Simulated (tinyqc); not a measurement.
Chemical-mechanical planarisation: Preston law, pattern density and step-height reduction: one step, computed by the program tinyqc. Command: `OMP_NUM_THREADS=1 python tinyqc.py 3021889 3021890 out.jsonl cmp walk`. One thread of a shared host (Intel(R) Xeon(R) Processor @ 2.30GHz), about 0.01 s of CPU time with the checks.

A row of 12 cells, repeated periodically, holds raised features that cover a share rho of each cell.

Task: Blanket rate. With equal rotation speeds the relative speed is uniform, v = omega r_c; Preston rate R0 = K P v.

Inputs (values chosen for the exercise, close to those used for oxide polishing):
```
quantity,value,unit
Preston coefficient K,6.9e-14,1/Pa
pressure P,21,kPa
platen and carrier speed,60,rpm
distance between the centres,16,cm
```

Give: relative speed v; blanket rate R0.

Result:

relative speed v = 1.0053 m/s

blanket rate R0 = 1.4567 nm/s
